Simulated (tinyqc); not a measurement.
Implant damage, amorphisation by cascade overlap, and solid-phase epitaxial regrowth: one step, computed by the program tinyqc. Command: `OMP_NUM_THREADS=1 python tinyqc.py 3113231 3113232 out.jsonl sper walk`. One thread of a shared host (Intel(R) Xeon(R) Processor @ 2.30GHz), about 0.01 s of CPU time with the checks.

Range and width of the damage are inputs. Dynamic annealing enters only through the surviving share f.

Question. Overlap model. Gibbons model: a point turns amorphous after n + 1 hits; with y = A_i Q the amorphous share is 1 - exp(-y) sum_(k=0..n) y^k/k!. Doses are set by y.

Inputs (values chosen for the exercise, modelled on arsenic ions in germanium): overlaps needed n = 1; area amorphised by one track A_i = 3.1 nm^2.

Give: the table «Amorphous share» with the columns Q (1/cm^2), direct impact (n = 0), given n, for y = 0.1, 0.3, 0.6, 1.0, 2.0, 3.0, 5.0, 8.0.

Answer.

Amorphous share:
```
y    Q (1/cm^2)  direct impact (n = 0)  given n
0.1   3.226e+12                 0.0952   0.0047
0.3   9.677e+12                 0.2592   0.0369
0.6   1.935e+13                 0.4512   0.1219
1.0   3.226e+13                 0.6321   0.2642
2.0   6.452e+13                 0.8647   0.5940
3.0   9.677e+13                 0.9502   0.8009
5.0   1.613e+14                 0.9933   0.9596
8.0   2.581e+14                 0.9997   0.9970
```

At small y the share grows as y^2; between the first rows the exponent is 1.88.
